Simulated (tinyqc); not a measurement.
Van der Pauw, Hall and four-point-probe measurements on a doped layer: one step of the calculation.

A uniform n-type layer with sheet resistance Rs = 1/(q ns mu), point contacts, low field (mu B small).

Problem. New z. The van der Pauw equation exp(-pi RA z) + exp(-pi RB z) = 1 is solved for z = 1/Rs: e1 = exp(-pi RA z), e2 = exp(-pi RB z), f = e1 + e2 - 1, f' = -pi (RA e1 + RB e2), z(new) = z - f/f'.

z at the start = 3.2980957 mS
RA = 19.339907 ohm
RB = 114.45584 ohm

Wanted: e1; e2; f; f'; z after iteration 1.

Solution.

e1 = 0.81841
e2 = 0.30547
f = 0.12388
f' = -0.15956 kohm
z after iteration 1 = 4.0745 mS

tinyqc, about 0.01 s, one thread, Intel Xeon 2.30GHz (shared host): `OMP_NUM_THREADS=1 python tinyqc.py 2850144 2850145 out.jsonl`
